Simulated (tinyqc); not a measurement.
What moves the optical response: interband optics of a two-band s-p chain from momentum matrix elements.

H(k) = [[Es - 2 ts cos ka, 2i V sin ka], [-2i V sin ka, Ep_ + 2 tp cos ka]] in the basis s, p; the lower band is full, with two electrons a cell. The velocity operator times hbar is W = dH/dk (eV angstrom); intra-atomic dipoles are left out.

With w(k) = |<c|W|v>|^2 and D(k) = Ec - Ev, on the mesh k_j = (j + 1/2)/N (2 pi/a): eps(E) = 1 + (8 pi e2/(a Ar)) mean_j (w/D^2) [1/(D - E - i eta) + 1/(D + E + i eta)], e2 = e^2/(4 pi eps0); light polarised along the chains, no local fields.

Constants: e^2/(4 pi eps0) = 14.39964547 eV angstrom; hbar^2/2m0 = 3.80998211 eV angstrom^2.

Parameters, chosen for this exercise:
- a = 3.86 angstrom (period)
- Es = 2.54 eV (upper orbital (s))
- Ep_ = -1.86 eV (lower orbital (p))
- ts = 0.7 eV (s-s hopping)
- tp = 0.67 eV (p-p hopping)
- V = 1.45 eV (s-p hopping)
- Ar = 11.9 angstrom^2 (cross-section per chain)

Mesh of 400 points; n_eff = 2 mean(w/(c D)), c = hbar^2/2m0.

Results for these values:
```
case  smallest D (eV)  largest D (eV)  n_eff  eps(0)
base            1.661           7.653  5.547  25.416
```

What happens to each result for a = 4.053 angstrom, all else kept?

Answer: smallest D does not change at the printed digits; largest D does not change at the printed digits; n_eff rises from 5.547 to 6.115; eps(0) rises from 25.416 to 26.637.

The same for each parameter in turn:
```
case                   smallest D (eV)  largest D (eV)  n_eff  eps(0)
base                             1.661           7.653  5.547  25.416
a = 4.053 angstrom               1.661           7.653  6.115  26.637
Es = 2.84 eV                     1.961           7.879  5.330  18.378
ts = 0.84 eV                     1.381           7.759  5.690  36.086
V = 1.595 eV                     1.661           8.028  6.304  28.391
Ar = 13.09 angstrom^2            1.661           7.653  5.547  23.196
```

Run: tinyqc, `OMP_NUM_THREADS=1 python tinyqc.py 1680326 1680327 out.jsonl`; Intel(R) Xeon(R) Processor @ 2.30GHz, one thread, shared host; about 0.01 s of CPU time with all checks.
